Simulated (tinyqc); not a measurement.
Inside a calculation. Method: tight binding, kagome lattice. One step of it, computed by the program tinyqc.

Question. Bloch Hamiltonian at K. H_AB = -t1 - t2 exp(-i k.a1), H_AC = -t1 - t2 exp(-i k.a2), H_BC = -t1 - t2 exp(i k.(a1 - a2)), H_CC = delta.

Parameters chosen for this model:
```
parameter     value                unit
t1         0.690000    eV, up triangles
t2         0.690000  eV, down triangles
delta             0        eV on site C
```

k point K (fractions of the reciprocal vectors): 0.333333  0.666667

Give: H(k) at K.

Answer.

H(k) at K (eV):
```
               A              B              C
A          0.000  -0.345+0.598i  -0.345-0.598i
B  -0.345-0.598i          0.000  -0.345+0.598i
C  -0.345+0.598i  -0.345-0.598i          0.000
```
